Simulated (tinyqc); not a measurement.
# n-type polysilicon, carrier trapping at grain boundaries: effect of the doping

One-dimensional grains of size Lg, uniform ionised doping N, monovalent traps Qt at each boundary at a depth Et below (for electrons) or above (for holes) the band edge there, abrupt depletion of width W on each side of a boundary, Boltzmann statistics. xi is the distance from the band edge at the grain centre to the Fermi level. Trapped charge Qt/(1 + exp((xi + VB - Et)/Vt)) = 2 N W, barrier VB = q N W^2/(2 eps0 eps_r).

If the trap equation with xi = Vt ln(NB/N) has a root W < Lg/2, the grain is partly depleted; otherwise W = Lg/2 and the trap equation gives xi = Et - VB + Vt ln(Qt/(N Lg) - 1). N* = Qt/Lg. n0 = NB exp(-xi/Vt); mean density n0 (1 - 2 W/Lg) by charge balance in a partly depleted grain, and n0 (sqrt(pi)/2) erf(u)/u with u = sqrt(VB/Vt) in a fully depleted one; v = sqrt(kB T/(2 pi ms m0)); barrier resistivity Vt exp(VB/Vt)/(q fe n0 v Lg); grain resistivity (1 - 2 W/Lg)/(q n0 mug); effective mobility 1/(q mean density total resistivity). Rows with xi above 0.45 V, towards mid-gap, are left out, since the other carrier type is ignored.

Parameters, values chosen for the exercise; values of the order met in polycrystalline silicon:
- T = 300 K (temperature)
- eps_r = 11.7 (relative permittivity)
- NB = 2.8e19 cm^-3 (conduction-band density of states at T)
- Lg = 18 nm (grain size)
- Qt = 8.2e11 cm^-2 (trap density of a grain boundary)
- Et = 0.47 eV (depth of the trap level from the majority band edge at the boundary)
- ms = 0.57 m0 (mass for thermionic emission)
- fe = 0.5 (correction factor of the emission rate)
- mug = 100 cm^2/(V s) (mobility inside the grains)

Constants: q = 1.602176634e-19 C, kB = 1.380649e-23 J/K, m0 = 9.1093837015e-31 kg, Vt = kB T/q, eps0 = 8.8541878128e-14 F/cm where lengths are in cm. Results are converted to the units shown.

Result of one run:
columns A: N (cm^-3); B: N/N*; C: depleted share 2 W/Lg; D: VB (V); E: xi (V); F: mean density (cm^-3); G: resistivity (ohm cm); H: effective mobility (cm^2/(V s))
```
A             B       C         D        E          F      G       H
3.1e17  0.68049  1.0000  0.019417  0.43104  1.2813e12  66355  73.413
```

What becomes of these results when the doping N is changed from 3.1e17 to 4.4e18 cm^-3, all else the same?

Result of the changed run:
columns A: N (cm^-3); B: N/N*; C: depleted share 2 W/Lg; D: VB (V); E: xi (V); F: mean density (cm^-3); G: resistivity (ohm cm); H: effective mobility (cm^2/(V s))
```
A            B        C          D         E          F         G       H
4.4e18  9.6585  0.10354  0.0029543  0.047842  3.9444e18  0.025537  61.964
```

The whole series:
columns A: N (cm^-3); B: N/N*; C: depleted share 2 W/Lg; D: VB (V); E: xi (V); F: mean density (cm^-3); G: resistivity (ohm cm); H: effective mobility (cm^2/(V s))
```
A             B         C          D         E          F         G       H
3.1e17  0.68049    1.0000   0.019417   0.43104  1.2813e12     66355  73.413
6.1e17   1.3390   0.74681   0.021310  0.098923  1.5445e17   0.21400  188.84
1.2e18   2.6341   0.37963   0.010833  0.081431  7.4444e17  0.096021  87.315
2.3e18   5.0488   0.19807  0.0056518  0.064612  1.8444e18  0.048985  69.082
4.4e18   9.6585   0.10354  0.0029543  0.047842  3.9444e18  0.025537  61.964
8.4e18   18.439  0.054233  0.0015475  0.031125  7.9444e18  0.013387  58.687
```

As N goes from 3.1e17 to 8.4e18, VB goes from 0.0194 through a maximum of 0.0213 (at N = 6.1e17 among the rows listed) to 0.00155 V, the resistivity falls from 66400 to 0.0134 ohm cm and the effective mobility goes from 73.4 through a maximum of 189 (at N = 6.1e17 among the rows listed) to 58.7 cm^2/(V s). The steepest fall of the resistivity among the rows, as N^(-18.7), lies between N = 3.1e17 and 6.1e17 cm^-3; N* = 4.56e17 cm^-3. While the grain is fully depleted VB grows as N; once the traps are full it falls as 1/N. For N = 2.3e18, 4.4e18, 8.4e18 xi is under 2.5 Vt, where Boltzmann statistics begin to fail. In every row VB is below Vt, where abrupt depletion and thermionic emission are rough. For N = 6.1e17, 1.2e18 the grain is near the changeover between partial and full depletion, within a few Debye lengths, where both limits are rough. For N = 6.1e17 the effective mobility exceeds mug, since drift through the depleted part of the grain is left out.

Program tinyqc, `OMP_NUM_THREADS=1 python tinyqc.py 2830013 2830014 out.jsonl`; Intel Xeon 2.30GHz, shared host, one thread, about 0.01 s.
